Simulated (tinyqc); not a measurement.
Three-phonon processes in a diatomic chain: dispersion, energy and momentum conservation, and decay channels of optical phonons: one step, computed by the program tinyqc. Command: `OMP_NUM_THREADS=1 python tinyqc.py 3120006 3120007 out.jsonl threeph walk`. One thread of a shared host (Intel(R) Xeon(R) Processor @ 2.30GHz), about 0.05 s of CPU time with the checks.

Cell length a, two atoms, one spring constant. x = q a/pi runs from -1 to 1; A and O are the acoustic and optical branches. Matrix elements are not computed: only conservation laws and occupation factors are followed.

Problem. Decay of the zone-centre phonon. omega^2 = k (1/m + 1/M) -/+ k sqrt((1/m + 1/M)^2 - 4 sin^2(pi x/2)/(m M)); nu = 15.6333042 THz x sqrt(omega^2) for eV/(angstrom^2 u). O(0) -> A(x) + A(-x) needs nu_A(x) = nu_O(0)/2, which gives sin^2(pi x/2) = (3/16)(m + M)^2/(m M). Full width at half maximum Gamma = Gamma_0 (1 + 2 n), n = 1/(exp(h nu_A/(k_B T)) - 1); lifetime = 1/(2 pi c Gamma).

Inputs (values chosen for the exercise, for a model chain): light mass m = 27 u; heavy mass M = 52.9 u; temperature T = 800 K; zero-temperature width Gamma_0 = 0.37 1/cm.

optical top = 11.09266 THz

Constants: h x 1 THz = 4.135667696 meV; k_B = 8.617333262e-05 eV/K; c = 299792458 m/s.

Give: x of the products; their frequency; occupation n; width Gamma; lifetime.

Solution.

x of the products = 0.7363

their frequency = 5.546 THz

occupation n = 2.533

width Gamma = 2.245 1/cm

lifetime = 2.365 ps
